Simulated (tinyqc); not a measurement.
AlGaN/GaN HEMT with access regions, lumped model: field plate: effect of the insulator under the field plate.

A polarisation-induced electron sheet under a Schottky gate, in series with two ungated access regions and contacts. Drift law v = mu E/(1 + mu E/vs) under the gate. Currents in mA/mm, resistances in ohm mm. No self-heating, no channel-length modulation; fits for polarisation, barrier and offset are chosen for the exercise.

sigma = (5e13 x + 1.6e13 x^2) cm^-2, phiB = 0.84 + 1.3 x, dEc = 0.7 (1.71 x + x^2) in volts, Cb = eps0 eps_r/d, VT = phiB - dEc - q sigma/Cb, access density n0 = -Cb VT/q. Off state: a depleted stretch that holds the voltage V has the peak field sqrt(k V), k = 2 q n0/(eps0 eps_r te), so one edge holds V1 = Ec^2/k. The sheet under the plate pinches off at Vf = q n0 (1/Cb + tf/(eps0 ei)); beyond it the gate edge is screened. BV = V1 if Vf >= V1, else Vf + V1, and at most Ec Ld.

Inputs (values chosen for the exercise); values close to those of AlGaN/GaN structures: aluminium share of the barrier x = 0.16; barrier thickness d = 15 nm; relative permittivity of barrier and channel eps_r = 9.3; drain access length Ld = 12 um; critical field Ec = 3 MV/cm; depth over which the depleted charge spreads te = 0.42 um; relative permittivity of that insulator ei = 7.

Constants: q = 1.602176634e-19 C, eps0 = 8.8541878128e-14 F/cm where lengths are in cm. Results are converted to the units shown.

The same in every row: V1 (V) = 175.5; Ec Ld (V) = 3600.

Results:
```
tf (nm)	Vf (V)	BV (V)
120	18.79	194.2
180	27.38	202.8
400	58.86	234.3
590	86.06	261.5
880	127.6	303.0
1300	187.7	175.5
1900	273.5	175.5
```

Estimate the missing row, tf = 270 nm.

Computed row:
```
tf (nm)	Vf (V)	BV (V)
270	40.26	215.7
```

With this row back in the table: BV goes from 194 through a maximum of 303 (at tf = 880 nm among the rows listed) to 175 V. The plate helps (Vf < V1) in 6 of the 8 rows, and the access length caps BV in 0. The best thickness makes Vf just under V1, tf = 1210 nm, where both edges reach Ec together and BV nears 2 V1.

Numbers from tinyqc (`OMP_NUM_THREADS=1 python tinyqc.py 2570061 2570062 out.jsonl`; about 0.01 s on one thread of a shared Intel Xeon 2.30GHz).
